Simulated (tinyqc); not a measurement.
# The Fermi level, mass and scattering length from S, n and sigma

Problem. Bulk parabolic band, x = (E - Ec)/kB T, C = hbar^2/(2 m0), kB T in eV. Modes per area gv m kB T x/(4 pi C) times the back-scattering length l0 x^rr give the transport function s0 X(x), s0 = (2 q^2/h) gv m kB T l0/(4 pi C), X = x^(1 + rr). I_k = int X (x - eta)^k w dx, w = 1/(4 cosh^2((x - eta)/2)). sigma = s0 I_0, S = -(kB/q) I_1/I_0; n = 2 gv (m kB T/(4 pi C))^1.5 F(eta), F(y) = (2/sqrt(pi)) int_0^infinity sqrt(u)/(1 + exp(u - y)) du. Find eta, m and l0.

Parameters, values chosen for the exercise:
```
symbol,value,unit,meaning
T,500,K,temperature
gv,1,,valleys
rr,0.5,,energy exponent of that length
```

Constants: q = 1.602176634e-19 C, kB = 1.380649e-23 J/K, hbar = 1.054571817e-34 J s, h = 6.62607015e-34 J s, m0 = 9.1093837015e-31 kg, Vt = kB T/q, hbar^2/(2 m0) = 0.0380998212 eV nm^2. Results are converted to the units shown.

S = -103.81406 uV/K
n = 1.3017398e20 cm^-3
sigma = 1027.0088 S/cm

Answer. |S| falls steadily as eta rises and depends on nothing else, so it fixes eta; n then gives m, and sigma gives l0.

eta = 3.50
m = 0.580 m0
l0 = 3.50 nm

tinyqc, about 0.1 s, one thread, Intel Xeon 2.30GHz (shared host): `OMP_NUM_THREADS=1 python tinyqc.py 2800122 2800123 out.jsonl`
